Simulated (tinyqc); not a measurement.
Trap density from two Hall measurements.

Problem. p-type body, charge-sheet picture, full ionisation (an idealisation for deep acceptors), Boltzmann statistics for free electrons. e = Ec - EF at the surface. psi = Eg - Vt ln(Nv/Na) - e; N_dep = sqrt(2 eps0 eps_r Na (psi - Vt)/q); n_f = sqrt(N_dep^2 + 2 eps0 eps_r Vt Nc exp(-e/Vt)/q) - N_dep; Vg = Vfb + psi + q (N_dep + n_t + n_f)/Cox, Cox = eps0 eox/tox. Find e and n_t at both points and the mean trap density between them.

Values chosen for this exercise; band and dielectric values close to those of 4H silicon carbide:

| symbol | value | unit | meaning |
|---|---|---|---|
| T | 300 | K | temperature |
| Eg | 3.21 | eV | band gap |
| eps_r | 9.79 |  | relative permittivity |
| Nc | 1.67e19 | cm^-3 | conduction-band density of states at T |
| Nv | 2.49e19 | cm^-3 | valence-band density of states at T |
| eox | 3.9 |  | relative permittivity of the insulator |
| tox | 32 | nm | insulator thickness |
| Na | 1e16 | cm^-3 | acceptor density |
| Vfb | -2.79 | V | flat-band voltage without trapped charge |

Constants: q = 1.602176634e-19 C, kB = 1.380649e-23 J/K, Vt = kB T/q, eps0 = 8.8541878128e-14 F/cm where lengths are in cm. Results are converted to the units shown.

Vg (V): [1.1652312, 1.9325656]
free sheet density from the Hall effect (cm^-2): [1.2634712e9, 3.4950709e10]

Answer. Each n_f fixes e; what the gate voltage holds beyond psi, N_dep and n_f is trapped; the difference quotient is the density, smeared over a few Vt.

e (eV): [0.210, 0.123]
n_t (cm^-2): [2.31e11, 6.47e11]
mean trap density = 4.78e12 cm^-2 eV^-1

Numbers from tinyqc (`OMP_NUM_THREADS=1 python tinyqc.py 2222027 2222028 out.jsonl`; about 0.02 s on one thread of a shared Intel Xeon 2.30GHz).
